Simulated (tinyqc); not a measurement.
Chip with leakage that grows with temperature, electro-thermal loop and runaway: two steps of the calculation.

One temperature T for the device, T = T0 + Rth P(T), with P(T) = Pd + Pl (T/300 K)^2 exp[(q Ea/kB)(1/(300 K) - 1/T)]. The loop gain is Rth dP/dT; a solution is thermally stable when it is below one.

Parameters, values chosen for the exercise:
```
symbol,value,unit,meaning
T0,320,K,ambient temperature
Pd,27,W,temperature-independent switching power
Pl,0.872,W,leakage power at 300 K
Ea,0.34,eV,activation energy of the leakage
Rth,0.55,K/W,thermal resistance
```

Constants: q = 1.602176634e-19 C, kB = 1.380649e-23 J/K. Results are converted to the units shown.

Question 1. Temperature by substitution. P(T) = Pd + Pl (T/300 K)^2 exp[(q Ea/kB)(1/(300 K) - 1/T)]; T(new) = T0 + Rth P(T).

T at the start = 320 K

Give: P; T after iteration 1.

Answer 1.

P = 29.26 W
T after iteration 1 = 336.1 K

Question 2. Loop gain and effective thermal resistance. P(T) = Pd + Pl (T/300 K)^2 exp[(q Ea/kB)(1/(300 K) - 1/T)]; P'(T) = (P - Pd)(2/T + q Ea/(kB T^2)); G = Rth P'. A small change of T0 changes T by 1/(1 - G) times as much.

converged T = 337.46321 K

Find: P; G; dT/dT0.

Answer 2.

P = 31.751 W
G = 0.10602
dT/dT0 = 1.1186

The feedback is positive: heating raises the power. A second, unstable solution lies at 469.1 K; above it the temperature runs away.

Numbers from tinyqc (`OMP_NUM_THREADS=1 python tinyqc.py 2520127 2520128 out.jsonl`; about 0.01 s on one thread of a shared Intel Xeon 2.30GHz).
